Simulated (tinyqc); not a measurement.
# MOS capacitor on a p-type substrate, surface potential from the exact charge relation: effect of the temperature on threshold and swing

Uniform p-type substrate, Boltzmann statistics, full ionisation, classical densities. psi is the surface potential against the body (positive when the bands bend down) and u = psi/Vt. Traps are spread evenly over the gap and neutral at flat band, so their charge is -q Dit psi; the minority quasi-Fermi level is shifted by Vb.

Nc and Nv are given at 325 K and scale as (T/325 K)^1.5; Eg is held fixed. ni = sqrt(Nc Nv) exp(-Eg/(2 Vt)), Eg in volts; phiF = Vt ln(N/ni); Cox = eps0 eox/tox; Vfb = phiM - chi - (Eg - Vt ln(Nv/N)) - q Nf/Cox; VT = Vfb + [(2 phiF + Vb)(1 + q Dit/Cox) + sqrt(2 eps0 eps_r q N (2 phiF + Vb))/Cox]. gamma = sqrt(2 eps0 eps_r q N)/Cox; Wm = sqrt(2 eps0 eps_r (2 phiF + Vb)/(q N)); m = 1 + (eps0 eps_r/Wm + q Dit)/Cox; swing m Vt ln 10; Cmin/Cox = 1/(1 + Cox Wm/(eps0 eps_r)).

Values chosen for this exercise; band and dielectric values close to those of silicon:
- Eg = 1.13 eV (band gap)
- eps_r = 11.9 (relative permittivity)
- Nc = 3.1e19 cm^-3 (conduction-band density of states at the reference temperature)
- Nv = 2.98e19 cm^-3 (valence-band density of states at the reference temperature)
- chi = 4.06 eV (electron affinity)
- N = 1.9e17 cm^-3 (acceptor density of the substrate)
- eox = 3.9 (relative permittivity of the gate insulator (close to silicon dioxide))
- tox = 6.6 nm (insulator thickness)
- phiM = 4.37 eV (gate work function)
- Nf = -6.2e10 cm^-2 (fixed charge at the interface, in units of q)
- Dit = 0 cm^-2 eV^-1 (density of interface traps)
- Vb = 0 V (reverse bias of the inversion layer against the body)

Constants: q = 1.602176634e-19 C, kB = 1.380649e-23 J/K, Vt = kB T/q, eps0 = 8.8541878128e-14 F/cm where lengths are in cm. Results are converted to the units shown.

The same in every row: gamma (V^0.5) = 0.4841.

Result of one run:
```
T (K),Vfb (V),2 phiF (V),VT (V),Wm (nm),m,swing (mV/decade),Cmin/Cox
360,-0.6394,0.8056,0.6007,74.68,1.270,90.69,0.2124
```

What becomes of these results when the temperature T is changed from 360 to 440 K, all else the same?

Result of the changed run:
```
T (K),Vfb (V),2 phiF (V),VT (V),Wm (nm),m,swing (mV/decade),Cmin/Cox
440,-0.5921,0.7107,0.5267,70.14,1.287,112.4,0.2231
```

The whole series:
```
T (K),Vfb (V),2 phiF (V),VT (V),Wm (nm),m,swing (mV/decade),Cmin/Cox
200,-0.7264,0.9802,0.7330,82.37,1.244,49.39,0.1965
240,-0.7059,0.9389,0.7021,80.62,1.250,59.52,0.1999
280,-0.6844,0.8959,0.6696,78.75,1.256,69.77,0.2036
320,-0.6623,0.8514,0.6358,76.77,1.262,80.15,0.2078
360,-0.6394,0.8056,0.6007,74.68,1.270,90.69,0.2124
400,-0.6160,0.7587,0.5643,72.47,1.278,101.4,0.2175
440,-0.5921,0.7107,0.5267,70.14,1.287,112.4,0.2231
```

As T goes from 200 to 440, VT falls from 0.733 to 0.527 V, the swing rises from 49.4 to 112 mV/decade and Cmin/Cox rises from 0.196 to 0.223. Of the change of VT by -0.206 V, 0.134 V comes from Vfb and -0.341 V from the band bending and the charge it takes. VT changes by -0.860 mV/K on average.

Computed by the program tinyqc: `OMP_NUM_THREADS=1 python tinyqc.py 2060149 2060150 out.jsonl`, one thread of a shared Intel Xeon 2.30GHz, about 0.01 s for the whole run.
